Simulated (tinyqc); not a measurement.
Biaxial strain splits the top of the valence band: sp3s* tight binding, strained.

sp3s* tight binding, nearest neighbours only: anion (a) at 0, cation (c) at a/4 (1,1,1), orbitals s, px, py, pz, s* on each; k in units of 2 pi/a. With phases e_j = exp(i (pi/2) k.n_j) for n = (1,1,1), (1,-1,-1), (-1,1,-1), (-1,-1,1): g0 = (e1+e2+e3+e4)/4, g1 = (e1+e2-e3-e4)/4, g2 = (e1-e2+e3-e4)/4, g3 = (e1-e2-e3+e4)/4. The diagonal holds the levels Esa, Epa, Exa (s*) and Esc, Epc, Exc. Anion-cation block: <sa|sc> = Vss g0; <sa|xc> = Vsapc g1; <xa|sc> = -Vscpa g1; <xa|xc> = Vxx g0; <xa|yc> = <ya|xc> = Vxy g3, <xa|zc> = <za|xc> = Vxy g2, <ya|zc> = <za|yc> = Vxy g1; <s*a|xc> = Vxapc g1; <xa|s*c> = -Vpaxc g1; y and z take g2 and g3 in place of g1; s-s* and s*-s* vanish.

Strain e moves each bond vector to d = (1 + e) d0 (no internal displacement for the diagonal strains used here) and k is given in fractions of the strained reciprocal cell, so the phases stay. Two-centre values Vss_sigma = Vss/4, Vsp_sigma = sqrt3 V/4 for each s-p and s*-p pair, Vpp_sigma = (Vxx + 2 Vxy)/4, Vpp_pi = (Vxx - Vxy)/4 are scaled by (d0/d)^eta and combined with the new direction cosines; the levels on the diagonal stay.

Inputs chosen for the exercise (near a published set for AlAs, fitted to gaps, whose masses and valley positions are rough; shifted at random, so the results belong to these values and not to a real crystal): Esa = -7.512 eV (s level of the anion); Epa = 0.985 eV (p level of the anion); Esc = -1.165 eV (s level of the cation); Epc = 3.588 eV (p level of the cation); Exa = 7.478 eV (s* level of the anion); Exc = 6.746 eV (s* level of the cation); Vss = -6.644 eV (s-s); Vxx = 1.881 eV (px-px); Vxy = 4.284 eV (px-py); Vsapc = 5.116 eV (s anion, p cation); Vscpa = 5.503 eV (s cation, p anion); Vxapc = 4.518 eV (s* anion, p cation); Vpaxc = 4.996 eV (p anion, s* cation); eta = 2.5 (scaling exponent); D001 = 0.84 (ratio -ezz/exx).

No spin-orbit coupling; k = 0; exx = eyy = e, ezz = -D001 e. The four bonds keep equal lengths, and the sums over them give Vxx(e) for px and py and Vzz(e) for pz; each level is the lower root of [[Epa, V], [V, Epc]], and the s level the upper root of the s block. The shear potential b follows from E(x,y) - E(z) = 3 b (exx - ezz), taken as the slope between e = -0.005 and 0.005.

Couplings and levels at Gamma (eV):

| e | ezz | Vxx(e) | Vzz(e) | E(x,y) | E(z) | E(x,y) - E(z) (meV) | upper s level |
|---|---|---|---|---|---|---|---|
| -0.020 | 0.0168 | 1.8085 | 2.1343 | 0.0583 | -0.2133 | 271.7 | 3.1399 |
| -0.010 | 0.0084 | 1.8457 | 2.0060 | 0.0281 | -0.1047 | 132.8 | 3.0823 |
| -0.005 | 0.0042 | 1.8636 | 1.9431 | 0.0134 | -0.0522 | 65.6 | 3.0535 |
| 0.005 | -0.0042 | 1.8980 | 1.8198 | -0.0148 | 0.0492 | -64.0 | 2.9955 |
| 0.010 | -0.0084 | 1.9144 | 1.7594 | -0.0285 | 0.0980 | -126.5 | 2.9664 |
| 0.020 | -0.0168 | 1.9461 | 1.6412 | -0.0547 | 0.1919 | -246.5 | 2.9082 |

b = -2.349 eV

Under tension in the plane (e > 0) the bonds tilt towards the plane, Vxx grows to 1.9144 and Vzz falls to 1.7594 eV at e = 0.01, and the pz state forms the top of the valence band, by 126.5 meV; under compression (e = -0.01) the px, py pair does, by 132.8 meV. The slope gives b = -2.35 eV, a rough value, since on-site strain terms are left out (measured values lie near -2 eV).

(tinyqc, `OMP_NUM_THREADS=1 python tinyqc.py 1450099 1450100 out.jsonl`, Intel(R) Xeon(R) Processor @ 2.30GHz, 1 thread, shared host, about 0.07 s.)
